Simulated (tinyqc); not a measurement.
Layer from its matrix.

Problem. For (psi, psi'/m) a flat barrier below its edge has M = [[cosh Kd, (m/K) sinh Kd], [(K/m) sinh Kd, cosh Kd]], K = sqrt(m (U - E)/C), C = hbar^2/(2 m0). Its width is d = 0.3 nm. Find K, m and U.

Values chosen for this exercise:
- E = 0.42 eV (electron energy)

Constants: q = 1.602176634e-19 C, hbar = 1.054571817e-34 J s, m0 = 9.1093837015e-31 kg, hbar^2/(2 m0) = 0.0380998212 eV nm^2. Results are converted to the units shown.

M of the layer (M12 in nm, M21 in 1/nm):
```
,1,2
1,3.0893662,0.23953688
2,35.669595,3.0893662
```

Answer. K = arcosh(M11)/d, m/K = sqrt(M12/M21), and U = E + C K^2/m.

K = 5.979 1/nm
m = 0.4900 m0
U = 3.200 eV

Program tinyqc, `OMP_NUM_THREADS=1 python tinyqc.py 2560103 2560104 out.jsonl`; Intel Xeon 2.30GHz, shared host, one thread, about 0.01 s.
